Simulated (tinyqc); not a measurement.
Empirical pseudopotential in a few plane waves, step by step. One step of it, computed by the program tinyqc.

Problem. Bloch Hamiltonian at k. Basis: the 15 shortest G (labels in 2 pi/a), the same at every k. H(G,G') = c |k + G|^2 delta + VS(|G-G'|^2) cos((G-G').tau) + i VA sin((G-G').tau), tau = a/8 (1,1,1); 1 Ry = 13.605693 eV.

Parameters chosen for this model: fcc lattice, atoms at +/- a/8 (1,1,1); form factors in rydberg at |G|^2 in units of (2 pi/a)^2:
```
parameter                 value      unit
a                      6.360000  angstrom
VS(3)                 -0.245000        Ry
VS(8)                 -0.007000        Ry
VS(11)                 0.043000        Ry
VA(3)                  0.078000        Ry
VA(4)                  0.050000        Ry
VA(11)                 0.023000        Ry
hbar^2/2m (2 pi/a)^2   3.718506        eV
```

k point k (2 pi / a): [0.560000, -0.450000, 0.100000]

Give: H(k) at k.

Solution.

H(k) at k (eV):
```
                 +0+0+0           -1-1-1           -1-1+1           -1+1-1
+0+0+0           1.9563   2.3571+0.7504i  -2.3571+0.7504i  -2.3571+0.7504i
-1-1-1   2.3571-0.7504i          11.5500   0.0000-0.6803i   0.0000-0.6803i
-1-1+1  -2.3571-0.7504i   0.0000+0.6803i          13.0375          -0.0952
-1+1-1  -2.3571-0.7504i   0.0000+0.6803i          -0.0952           4.8567
-1+1+1  -2.3571+0.7504i           0.0952   0.0000+0.6803i   0.0000+0.6803i
+1-1-1  -2.3571-0.7504i   0.0000+0.6803i          -0.0952          -0.0952
+1-1+1  -2.3571+0.7504i           0.0952   0.0000+0.6803i           0.0000
+1+1-1  -2.3571+0.7504i           0.0952           0.0000   0.0000+0.6803i
+1+1+1   2.3571+0.7504i           0.0000           0.0952           0.0952
-2+0+0   0.0000-0.6803i  -2.3571+0.7504i  -2.3571-0.7504i  -2.3571-0.7504i
+0-2+0   0.0000-0.6803i  -2.3571+0.7504i  -2.3571-0.7504i   0.4137-0.2213i
+0+0-2   0.0000-0.6803i  -2.3571+0.7504i   0.4137-0.2213i  -2.3571-0.7504i
+0+0+2   0.0000+0.6803i  -0.4137-0.2213i   2.3571+0.7504i  -0.4137+0.2213i
+0+2+0   0.0000+0.6803i  -0.4137-0.2213i  -0.4137+0.2213i   2.3571+0.7504i
+2+0+0   0.0000+0.6803i  -0.4137-0.2213i  -0.4137+0.2213i  -0.4137+0.2213i

                 -1+1+1           +1-1-1           +1-1+1           +1+1-1
+0+0+0  -2.3571-0.7504i  -2.3571+0.7504i  -2.3571-0.7504i  -2.3571-0.7504i
-1-1-1           0.0952   0.0000-0.6803i           0.0952           0.0952
-1-1+1   0.0000-0.6803i          -0.0952   0.0000-0.6803i           0.0000
-1+1-1   0.0000-0.6803i          -0.0952           0.0000   0.0000-0.6803i
-1+1+1           6.3441           0.0000          -0.0952          -0.0952
+1-1-1           0.0000          19.8795   0.0000-0.6803i   0.0000-0.6803i
+1-1+1          -0.0952   0.0000+0.6803i          21.3669          -0.0952
+1+1-1          -0.0952   0.0000+0.6803i          -0.0952          13.1862
+1+1+1   0.0000+0.6803i           0.0952   0.0000+0.6803i   0.0000+0.6803i
-2+0+0   2.3571-0.7504i   0.4137-0.2213i  -0.4137-0.2213i  -0.4137-0.2213i
+0-2+0  -0.4137-0.2213i  -2.3571-0.7504i   2.3571-0.7504i  -0.4137-0.2213i
+0+0-2  -0.4137-0.2213i  -2.3571-0.7504i  -0.4137-0.2213i   2.3571-0.7504i
+0+0+2  -2.3571+0.7504i  -0.4137+0.2213i  -2.3571+0.7504i   0.4137+0.2213i
+0+2+0  -2.3571+0.7504i  -0.4137+0.2213i   0.4137+0.2213i  -2.3571+0.7504i
+2+0+0   0.4137+0.2213i   2.3571+0.7504i  -2.3571+0.7504i  -2.3571+0.7504i

                 +1+1+1           -2+0+0           +0-2+0           +0+0-2
+0+0+0   2.3571-0.7504i   0.0000+0.6803i   0.0000+0.6803i   0.0000+0.6803i
-1-1-1           0.0000  -2.3571-0.7504i  -2.3571-0.7504i  -2.3571-0.7504i
-1-1+1           0.0952  -2.3571+0.7504i  -2.3571+0.7504i   0.4137+0.2213i
-1+1-1           0.0952  -2.3571+0.7504i   0.4137+0.2213i  -2.3571+0.7504i
-1+1+1   0.0000-0.6803i   2.3571+0.7504i  -0.4137+0.2213i  -0.4137+0.2213i
+1-1-1           0.0952   0.4137+0.2213i  -2.3571+0.7504i  -2.3571+0.7504i
+1-1+1   0.0000-0.6803i  -0.4137+0.2213i   2.3571+0.7504i  -0.4137+0.2213i
+1+1-1   0.0000-0.6803i  -0.4137+0.2213i  -0.4137+0.2213i   2.3571+0.7504i
+1+1+1          14.6736  -0.4137-0.2213i  -0.4137-0.2213i  -0.4137-0.2213i
-2+0+0  -0.4137+0.2213i           8.5009          -0.0952          -0.0952
+0-2+0  -0.4137+0.2213i          -0.0952          23.5236          -0.0952
+0+0-2  -0.4137+0.2213i          -0.0952          -0.0952          15.3429
+0+0+2  -2.3571-0.7504i           0.0952           0.0952           0.0000
+0+2+0  -2.3571-0.7504i           0.0952           0.0000           0.0952
+2+0+0  -2.3571-0.7504i           0.0000           0.0952           0.0952

                 +0+0+2           +0+2+0           +2+0+0
+0+0+0   0.0000-0.6803i   0.0000-0.6803i   0.0000-0.6803i
-1-1-1  -0.4137+0.2213i  -0.4137+0.2213i  -0.4137+0.2213i
-1-1+1   2.3571-0.7504i  -0.4137-0.2213i  -0.4137-0.2213i
-1+1-1  -0.4137-0.2213i   2.3571-0.7504i  -0.4137-0.2213i
-1+1+1  -2.3571-0.7504i  -2.3571-0.7504i   0.4137-0.2213i
+1-1-1  -0.4137-0.2213i  -0.4137-0.2213i   2.3571-0.7504i
+1-1+1  -2.3571-0.7504i   0.4137-0.2213i  -2.3571-0.7504i
+1+1-1   0.4137-0.2213i  -2.3571-0.7504i  -2.3571-0.7504i
+1+1+1  -2.3571+0.7504i  -2.3571+0.7504i  -2.3571+0.7504i
-2+0+0           0.0952           0.0952           0.0000
+0-2+0           0.0952           0.0000           0.0952
+0+0-2           0.0000           0.0952           0.0952
+0+0+2          18.3177          -0.0952          -0.0952
+0+2+0          -0.0952          10.1370          -0.0952
+2+0+0          -0.0952          -0.0952          25.1598
```
